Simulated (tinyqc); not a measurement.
# Equation-of-state fits to an energy-volume table made by a known binding curve, step by step

A worked calculation. Computed by tinyqc, a small Python program that keeps every step. Command: `OMP_NUM_THREADS=1 python tinyqc.py 3027078 3027079 out.jsonl eosfit walk`. One thread of a shared host (Intel(R) Xeon(R) Processor @ 2.30GHz), about 0.02 s of CPU time with the checks. Intermediate numbers are printed to about 6 digits and carried at full precision; extremes and crossings named in words are read from the listed rows.

With x = (V/V_0)^(1/3), the energy per atom is E = D [exp(-2 eta (x - 1)) - 2 exp(-eta (x - 1))], so that B0 = 2 D eta^2/(9 V_0) and B' = 1 + eta. B' = dB/dP at P = 0.

Inputs (values chosen for the exercise, for a model crystal):

| quantity | value | unit |
|---|---|---|
| cohesive energy D | 5.05 | eV/atom |
| true volume V_0 | 15.6 | angstrom^3/atom |
| stiffness eta | 4.9 | - |
| half-width of the volume window w | 0.04 | - |
| shift of the window centre s | -0.027 | - |
| points N | 7 | - |
| compression V/V_0 for the pressure test | 0.75 | - |
| noise amplitude | 0.093 | meV |

Binding curve: Morse. Noise: added.

Constants: 1 eV/angstrom^3 = 160.2176634 GPa.

## Exact values of the curve

B0 and B' from the formulas above; P = -dE/dV at V = c V_0 (c the compression chosen), from the curve itself.

exact B0 = 276.730 GPa

exact B' = 5.9

exact pressure at c V_0 = 181.599 GPa

## Energy-volume table

numbers xi_j, drawn evenly from -1 to 1: 0.3905  -0.5645  0.6079  0.3691  0.0562  0.0525  -0.9898

Table: V_j = V_0 [1 + s + w (2 j/(N - 1) - 1)], j = 0..N-1, rounded to 0.001; E_j from the curve plus the noise amplitude times the listed numbers xi_j (xi_0 first), rounded to 1e-7 eV.

Table:

| V (angstrom^3) | E (eV) |
|---|---|
| 14.555 | -4.9791010 |
| 14.763 | -5.0060415 |
| 14.971 | -5.0258716 |
| 15.179 | -5.0395174 |
| 15.387 | -5.0474025 |
| 15.595 | -5.0499937 |
| 15.803 | -5.0478776 |

## Birch-Murnaghan fit

Third-order Birch-Murnaghan is a cubic in u = V^(-2/3): fit it by linear least squares, find the minimum, and take B0 = V E''(V), B' = -1 - V E'''/E'' there.

fitted E0 = -5.05000 eV

fitted V0 = 15.6027 angstrom^3

fitted B0 = 273.217 GPa

fitted B' = 6.22325

root-mean-square residual = 0.0284668 meV

Against the exact curve V0 is off by +0.017 %, B0 by -1.27 % and B' by +5.5 %.

## Errors of the Birch-Murnaghan fit

Errors are fitted minus exact, relative; the pressure at c V_0 uses P = (3 B0/2) (x^7 - x^5) [1 + (3/4)(B' - 4)(x^2 - 1)], x = (V0/V)^(1/3) with the fitted values.

error of B0 = -1.26971 %

error of B' = 5.47889 %

fitted pressure at c V_0 = 189.494 GPa

error of that pressure = 4.34751 %

## Vinet fit by Gauss-Newton steps

Vinet: E = E0 + (9 B0 V0/h^2) {1 + [h (1 - x) - 1] exp(h (1 - x))}, P = 3 B0 (1 - x) x^-2 exp(h (1 - x)), x = (V/V0)^(1/3), h = (3/2)(B' - 1). Gauss-Newton steps on (E0, V0, B0, B'): solve J d = r by least squares, r the residuals and J their derivatives (central differences, relative step 1e-5); start from the parabola fit in V with B' = 4; stop when all relative changes are below 1e-7.

Iterations:

| step | E0 (eV) | V0 (angstrom^3) | B0 (GPa) | B' | rms residual (meV) |
|---|---|---|---|---|---|
| 0 | -5.05053 | 15.5844 | 333.910 | 4.00000 | 3.62627 |
| 1 | -5.04998 | 15.5994 | 273.624 | 5.94107 | 0.39728 |
| 2 | -5.05000 | 15.6027 | 273.128 | 6.26258 | 0.02882 |
| 3 | -5.05000 | 15.6027 | 273.111 | 6.26131 | 0.02867 |
| 4 | -5.05000 | 15.6027 | 273.111 | 6.26130 | 0.02867 |
| 5 | -5.05000 | 15.6027 | 273.111 | 6.26130 | 0.02867 |

B0, Vinet = 273.111 GPa

B', Vinet = 6.26130

## Five forms on the same table

Murnaghan: E = E0 + (B0 V/B') [(V0/V)^B'/(B' - 1) + 1] - B0 V0/(B' - 1), P = (B0/B') [(V0/V)^B' - 1]. Birch-Murnaghan: E = E0 + (9 V0 B0/16) [y^3 B' + y^2 (2 - 4 y)], y = (V0/V)^(2/3) - 1; P = (3 B0/2) (x^7 - x^5) [1 + (3/4)(B' - 4)(x^2 - 1)], x = (V0/V)^(1/3). All are least-squares fits to the energies; for polynomials in V, B0 = V E'' and B' = -1 - V E'''/E'' at the minimum.

Fitted values:

| form | V0 (angstrom^3) | B0 (GPa) | B' | P at c V_0 (GPa) |
|---|---|---|---|---|
| exact | 15.6000 | 276.730 | 5.90000 | 181.599 |
| parabola in V | 15.5844 | 333.910 | -1.00000 | - |
| cubic in V | 15.6023 | 269.753 | 7.81934 | - |
| Murnaghan | 15.6028 | 273.908 | 5.93640 | 208.676 |
| Birch-Murnaghan | 15.6027 | 273.217 | 6.22325 | 189.494 |
| Vinet | 15.6027 | 273.111 | 6.26130 | 186.970 |

In B0 the Murnaghan form comes closest (-1.02 %) and the parabola in V form misses most (+20.66 %). A parabola in V has no third derivative, so its B' is -1 by construction. At c V_0, beyond the window, the pressure errors are Murnaghan +14.9 %, Birch-Murnaghan +4.3 %, Vinet +3.0 %; Murnaghan keeps B linear in P and so runs too stiff under compression.

## The width of the window

The table is made anew for each w.

Errors (%):

| w | B0, parabola | B0, cubic | B0, Murnaghan | B0, Birch-Murnaghan | B0, Vinet | B', Birch-Murnaghan |
|---|---|---|---|---|---|---|
| 0.03 | 20.041 | -4.609 | -2.441 | -2.813 | -2.834 | 13.679 |
| 0.05 | 21.278 | -1.434 | -0.530 | -0.698 | -0.730 | 2.569 |
| 0.08 | 23.623 | 1.073 | -0.334 | -0.233 | -0.212 | 0.180 |
| 0.12 | 28.344 | 5.385 | -0.775 | -0.172 | -0.035 | -0.501 |
| 0.16 | 35.145 | 11.581 | -1.489 | -0.238 | 0.064 | -0.830 |
| 0.22 | 49.868 | 25.299 | -2.833 | -0.437 | 0.204 | -1.298 |

The Birch-Murnaghan error of B0 is smallest among these at w = 0.12 (0.172 % in size); it is 2.813 % at the narrowest and 0.437 % at the widest. A narrow window magnifies the noise, since the energy range shrinks as w^2, and a wide one exposes the form. At the widest window the errors of B0 are +49.9 % for the parabola and +25.3 % for the cubic in V.

Checks made by the program: nonlinear Birch-Murnaghan fit against the linear one (relative difference 3e-09).
